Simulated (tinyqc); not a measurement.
Two-sublattice mean-field magnet: ferrimagnet, compensation points and susceptibility. From one set of inputs to another, one input at a time. Computed by tinyqc, a small Python program. Command: `OMP_NUM_THREADS=1 python tinyqc.py 3000153 3000154 out.jsonl ferri ladder`. One thread of a shared host (Intel(R) Xeon(R) Processor @ 2.30GHz), about 0.03 s of CPU time with the checks.

A random alloy A(1-x)B(x) with H = -sum over pairs J S_i.S_j. a = <S_A> and b = <S_B> are taken along z, a > 0. Exchange fields: h_A = (1 - x) zJ_AA a + x zJ_AB b, h_B = (1 - x) zJ_AB a + x zJ_BB b; a = S_A B_(S_A)(S_A h_A/(k_B T)) and likewise for b, with the Brillouin function B_S(y) = [(2S + 1)/(2S)] coth[(2S + 1) y/(2S)] - [1/(2S)] coth[y/(2S)].

The inputs printed are set A. Inputs not listed in the table keep their values of set A, so the rows need not describe a real material.

Inputs (values chosen for the exercise, for a model ferrimagnet):

| quantity | value | unit |
|---|---|---|
| spin S_A | 2.5 | - |
| spin S_B | 3.5 | - |
| g factor g_A | 2 | - |
| g factor g_B | 2 | - |
| fraction x of B sites | 0.25 | - |
| z J_AA | 19.7 | meV |
| z J_BB | 2.5 | meV |
| z J_AB | -9.2 | meV |
| T over T_c | 0.75 | - |
| largest number of steps | 3000 | - |

Constants: k_B = 8.617333262e-05 eV/K.

Method:
- Linearised, T (a, b) = M (a, b) with M_ij = S_i (S_i + 1) c_j zJ_ij/(3 k_B), c_A = 1 - x, c_B = x. T_c is the larger eigenvalue, and its eigenvector gives b/a at onset, (T_c - M_AA)/M_AB.
- Repeat from a = S_A, b = -S_B until a and b change by less than 1e-10.
- Net moment m = (1 - x) g_A a + x g_B b in mu_B per site; net spin s = (1 - x) a + x b. At T = 0, a = S_A and b = -S_B. Effective g = m/s.

Each row keeps all changes above it:

| input moved | from | to | T_c (K) | net moment m (mu_B) | b |
|---|---|---|---|---|---|
| set A | - | - | 562.5 | 1.7978 | -1.6766 |
| fraction x of B sites | 0.25 | 0.12 | 617.5 | 2.6462 | -1.6832 |
| z J_BB (meV) | 2.5 | 5.2 | 618.5 | 2.6348 | -1.7320 |
| T over T_c | 0.75 | 0.22 | 618.5 | 3.5692 | -3.3220 |
| z J_AA (meV) | 19.7 | 35 | 1060.5 | 3.6469 | -2.9962 |
| z J_AB (meV) | -9.2 | -6.7 | 1052.1 | 3.7118 | -2.7220 |
| g factor g_A | 2 | 2.1 | 1052.1 | 3.9301 | -2.7220 |

T_c goes from 562 to 1050, a factor 1.87 in all. The largest single move comes from z J_AA (a factor 1.71). net moment m goes from 1.80 to 3.93, a factor 2.19 in all. The largest single move comes from fraction x of B sites (a factor 1.47). b goes from -1.68 to -2.72, -1.05 in all. The largest single move comes from T over T_c (-1.59), and z J_AA works against it (+0.326). The single moves hold for this order of the switches; the total does not depend on the order.

Extremes, crossings and ranges named in words are read from the listed rows.
